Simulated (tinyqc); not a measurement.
Inside a calculation. Model: frequency dispersion of an accumulation capacitance by border traps, distributed model.

Program tinyqc, `OMP_NUM_THREADS=1 python tinyqc.py 2202134 2202135 out.jsonl`; Intel Xeon 2.30GHz, shared host, one thread, about 0.3 s. Printed values are rounded.

Traps spread evenly through the insulator exchange electrons with the semiconductor by tunnelling, with tau(x) = t0 exp(2 ka x) at depth x from the interface. The admittance per area Y seen at depth x obeys dY/dx = -Y^2/(i w eps0 eox) + q Nb ln(1 + i w tau)/tau, with Y(0) = i w Cs and w = 2 pi f; the gate sees Y(tox) = G + i w C. Working variable y = Y/(i w), in uF/cm^2. Cox = eps0 eox/tox.

Parameters, values chosen for the exercise; permittivity close to that of silicon dioxide:
```
symbol,value,unit,meaning
eox,3.85,,relative permittivity of the insulator
tox,3,nm,insulator thickness
Cs,0.53,uF/cm^2,semiconductor capacitance in accumulation
Nb,5.7e19,cm^-3 eV^-1,density of border traps
ka,3.7,1/nm,decay constant of the wave function in the insulator
t0,2e-10,s,time constant of a trap at the interface
f,1e6,Hz,frequency
xe,1.6,nm,depth down to which the steps are taken
```

Constants: q = 1.602176634e-19 C, eps0 = 8.8541878128e-14 F/cm where lengths are in cm. Results are converted to the units shown.

## Scales and lumped estimate

Cox; trap-free value 1/(1/Cox + 1/Cs); response depth d = ln(1/(w t0))/(2 ka), where w tau = 1; lumped estimate: all traps within d act as C_bt = q Nb d placed at d/2, so C = 1/{1/[1/(1/Cs + d/(2 eps0 eox)) + C_bt] + (tox - d/2)/(eps0 eox)}.

Cox = 1.136287 uF/cm^2
trap-free C = 0.3614216 uF/cm^2
d = 0.9026103 nm
C_bt = 0.8243004 uF/cm^2
lumped C = 0.6642305 uF/cm^2

The traps within reach amount to 1.56 Cs and lie in the first 30.1 % of the insulator.

## Midpoint steps through the active depth

In terms of y: dy/dx = -y^2/(eps0 eox) + s(x), s = q Nb ln(1 + z)/z, z = i w tau. 10 midpoint steps of h = xe/10: y_half = y + (h/2) y'(x, y), y(new) = y + h y'(x + h/2, y_half).

```
point,x (nm),s (uF/(cm^2 nm)),y (uF/cm^2)
0,0,0.9132402-0.0005738i,0.530000+0.000000i
1,0.16,0.9132355-0.0018748i,0.659420-0.000163i
2,0.32,0.9131859-0.0061254i,0.781050-0.000685i
3,0.48,0.9126564-0.0199969i,0.894038-0.002365i
4,0.64,0.9070716-0.0647391i,0.997644-0.007792i
5,0.8,0.8541592-0.1932303i,1.089193-0.024861i
6,0.96,0.5922395-0.3599619i,1.150643-0.067337i
7,1.12,0.2510118-0.2976346i,1.151804-0.114202i
8,1.28,0.0844510-0.1563331i,1.115138-0.135784i
9,1.44,0.0265729-0.0680885i,1.067597-0.138059i
10,1.6,0.0082009-0.0270419i,1.019736-0.131604i
```

## Capacitance and conductance at the gate

y at xe = 1.019736-0.131604i uF/cm^2

Beyond xe the traps are ignored, so 1/y(tox) = 1/y(xe) + (tox - xe)/(eps0 eox); C = Re y, G/w = -Im y, loss tangent G/(w C).

y at the gate = 0.7212184-0.0652826i uF/cm^2
C = 0.7212184 uF/cm^2
G/w = 0.06528262 uF/cm^2
loss tangent = 0.09051714

A fine integration over the whole insulator gives C = 0.72310 and G/w = 0.06767 uF/cm^2; the coarse G/w is 3.5 % below that. The fine C is 2.00 times the trap-free value, and the lumped estimate is 8.1 % below the fine result.
